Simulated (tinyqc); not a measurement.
# Reverse leakage of an n+-p junction: diffusion, generation, trap-assisted and band-to-band tunnelling: leakage components against the temperature

One-sided abrupt junction in the depletion approximation, x from the junction (0) to W on the p side, field F = F0 (1 - x/W). Flat quasi-Fermi levels, long p side. Traps generate through SRH with both lifetimes shortened by 1 + Gamma (Hurkx enhancement, form for moderate fields); band-to-band generation is local and needs a total bending above Eg.

Nc and Nv are given at 400 K and scale as (T/400 K)^1.5; all else is held fixed. ni = sqrt(Nc Nv) exp(-Eg/(2 Vt)), Eg in volts; Vbi = Vt ln(Na Nd/ni^2); W = sqrt(2 eps0 eps_r (Vbi + VR)/(q Na)); F0 = 2 (Vbi + VR)/W; FG = sqrt(24 mt m0 (kB T)^3)/(q hbar); J_diff = q ni^2 sqrt(Dn/tau)(1 - exp(-VR/Vt))/Na. u = (Vbi + VR)(1 - x/W)^2, p = Na exp(-u/Vt), n = Nd exp((u - Vbi - VR)/Vt); G0 = ni^2 (1 - exp(-VR/Vt))/(tau (n + p + 2 ni cosh(Et/Vt))); Gamma = 2 sqrt(3 pi)(F/FG) exp((F/FG)^2); trap-assisted part G0 Gamma; G_bb = Ab F^2.5 exp(-Bb/F) with F in V/cm, zero unless Vbi + VR > Eg. Currents are q times the integrals over 0 to W; J_bb under 1e-8 of J is printed as 0; rows with F0/FG above 2.2, beyond the range of this Gamma, are left out.

Parameters, values chosen for the exercise; band and dielectric values close to those of silicon: band gap Eg = 1.13 eV; relative permittivity eps_r = 11.9; conduction-band density of states at the reference temperature Nc = 4.23e19 cm^-3; valence-band density of states at the reference temperature Nv = 4.08e19 cm^-3; acceptor density of the lighter side Na = 4.3e16 cm^-3; donor density of the heavier side Nd = 1e19 cm^-3; SRH lifetime of both carriers at zero field tau = 8e-7 s; trap level above the intrinsic level Et = 0 eV; tunnelling mass mt = 0.23 m0; electron diffusion coefficient on the lighter side Dn = 15 cm^2/s; band-to-band prefactor Ab = 7e14 cm^-0.5 V^-2.5 s^-1; band-to-band field constant Bb = 1.95e7 V/cm; reverse bias VR = 1.4 V.

Constants: q = 1.602176634e-19 C, kB = 1.380649e-23 J/K, hbar = 1.054571817e-34 J s, m0 = 9.1093837015e-31 kg, Vt = kB T/q, eps0 = 8.8541878128e-14 F/cm where lengths are in cm. Results are converted to the units shown.

The same in every row: J_bb (A/cm^2) = 0.

Leakage components against the temperature:

| T (K) | F0 (kV/cm) | F0/FG | J_diff (A/cm^2) | J_SRH (A/cm^2) | J_TAT (A/cm^2) | J (A/cm^2) | largest part |
|---|---|---|---|---|---|---|---|
| 220 | 177 | 0.799 | 6.02e-20 | 2.38e-12 | 1.04e-11 | 1.28e-11 | trap-assisted tunnelling |
| 250 | 176 | 0.656 | 1.13e-16 | 1.05e-10 | 3.36e-10 | 4.41e-10 | trap-assisted tunnelling |
| 280 | 176 | 0.550 | 4.37e-14 | 2.09e-9 | 5.26e-9 | 7.34e-9 | trap-assisted tunnelling |
| 310 | 175 | 0.470 | 5.52e-12 | 2.38e-8 | 4.88e-8 | 7.26e-8 | trap-assisted tunnelling |
| 340 | 173 | 0.406 | 3.04e-10 | 1.80e-7 | 3.08e-7 | 4.88e-7 | trap-assisted tunnelling |
| 370 | 172 | 0.356 | 8.94e-9 | 9.92e-7 | 1.45e-6 | 2.45e-6 | trap-assisted tunnelling |
| 400 | 171 | 0.315 | 1.61e-7 | 4.29e-6 | 5.41e-6 | 9.86e-6 | trap-assisted tunnelling |
| 430 | 170 | 0.280 | 1.97e-6 | 1.53e-5 | 1.68e-5 | 3.41e-5 | trap-assisted tunnelling |

J rises from 1.28e-11 to 3.41e-5 A/cm^2. Trap-assisted tunnelling leads at T = 220 and in all other rows. Activation energies over the table: 1.21 eV for diffusion (Eg = 1.13 eV, raised by the T^3 of ni^2), 0.609 eV for SRH generation (Eg/2 + |Et| = 0.565 eV), 0.555 eV for the trap-assisted part, lower since Gamma grows on cooling; the total shows 0.559 eV at the cold end and 0.613 eV at the hot end.

Computed by the program tinyqc: `OMP_NUM_THREADS=1 python tinyqc.py 2290068 2290069 out.jsonl`, one thread of a shared Intel Xeon 2.30GHz, about 0.01 s for the whole run.
